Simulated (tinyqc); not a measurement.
Energy and delay of logic against supply voltage: one step of the calculation.

One expression serves below and above threshold: I(Vg) = Ik [ln(1 + exp((Vg - VT + dd V)/(al nf Vt)))]^al, with I_on = I(V) and I_off = I(0). Gate delay td = kd C V/I_on, clock period LD td. Per gate and cycle the switching energy is act C V^2 and the leakage energy I_off V LD td. No short-circuit current, no variation. Minima are sought above 0.09 V; below a few Vt gates no longer switch and the model has no meaning.

Task. Currents, delay and energies. I_on, I_off, td, clock frequency 1/(LD td), both energies and their sum.

Parameters, values chosen for the exercise; values of the order met in logic technologies: temperature T = 250 K; threshold voltage at zero drain bias VT = 0.24 V; slope factor nf = 1.14; barrier lowering per volt of supply dd = 0.03; specific current of a gate Ik = 1 uA; exponent of the current law al = 1.29; load capacitance of a gate C = 0.54 fF; delay factor kd = 0.9; logic depth LD = 40; activity factor act = 0.05; supply voltage V = 0.74 V.

Constants: q = 1.602176634e-19 C, kB = 1.380649e-23 J/K, Vt = kB T/q. Results are converted to the units shown.

Find: I_on; I_off; td; clock frequency; switching energy; leakage energy; energy.

Result.

I_on = 37.151 uA
I_off = 0.14069 nA
td = 9.6806 ps
clock frequency = 2.5825 GHz
switching energy = 14.785 aJ
leakage energy = 0.040314 aJ
energy = 14.826 aJ

I_on/I_off = 2.64e5; leakage makes up 0.272 % of the energy.

tinyqc, about 0.01 s, one thread, Intel Xeon 2.30GHz (shared host): `OMP_NUM_THREADS=1 python tinyqc.py 2082122 2082123 out.jsonl`
